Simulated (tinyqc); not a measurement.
What each parameter does: donor level screened by free carriers (Yukawa potential).

Screening wave number: Debye ks^2 = 4 pi q n/(eps kB T); Thomas-Fermi ks^2 = 6 pi q n/(eps EF) with EF = c (3 pi^2 n/gv)^(2/3)/m, c = hbar^2/2m0; the two are joined by 1/ks^2 = sqrt(1/ks_D^4 + 1/ks_TF^4). 1e18/cm^3 = 1e-6/angstrom^3, q = e^2/(4 pi eps0).

Potential -(q/(eps r)) exp(-ks r), q = e^2/(4 pi eps0). In units Ry* = Ry m/eps^2 and a* = a0 eps/m the problem is [-Laplacian - 2 exp(-x r)/r] psi = E psi with x = ks a*.

Converged values use 18 functions exp(-z r), z = 1.55^i, i = -11 to 6: S = 2/A^3, H = z_i z_j S - 2/(A + x)^2, A = z_i + z_j.

Constants: e^2/(4 pi eps0) = 14.39964547 eV angstrom; kB = 8.617333262e-05 eV/K; hbar^2/2m0 = 3.80998211 eV angstrom^2; Ry = 13.60569312 eV; a0 (Bohr radius) = 0.5291772105 angstrom.

Inputs chosen for the exercise (near those of a donor in InP, with one mean mass; the results hold for these values, not for the real material): m = 0.084 m0 (mass); eps = 12.8 (dielectric constant); gv = 1 (valleys); T = 300 K (temperature); n = 0.12 x 1e18/cm^3 (free-carrier density).

Ry* = Ry m/eps^2, a* = a0 eps/m, x = ks a* with the joined ks; converged binding. Each row changes one parameter from the base and keeps the others.

Results:
```
case                  1/ks (angstrom)      x  binding in Ry*  binding (meV)
base                            125.7  0.642           0.182           1.27
n = 0.18 x 1e18/cm^3            103.9  0.776           0.101           0.70
T = 360 K                       136.9  0.589           0.221           1.54
m = 0.094 m0                    125.2  0.575           0.231           1.81
eps = 11.8                      120.7  0.616           0.200           1.64
gv = 2                          124.3  0.648           0.177           1.24
```

The largest shifts from the base row, up to three for each result and ties (the steps differ in size, so this ranks the rows, not the parameters). 1/ks (angstrom): n -21.8, T +11.3, eps -5.0. x: n +0.135, m -0.066, T -0.053. binding in Ry*: n -0.081, m +0.050, T +0.039. binding (meV): n -0.56, m +0.54, eps +0.37.

Run: tinyqc, `OMP_NUM_THREADS=1 python tinyqc.py 1280578 1280579 out.jsonl`; Intel(R) Xeon(R) Processor @ 2.30GHz, one thread, shared host; about 0.01 s of CPU time with all checks.
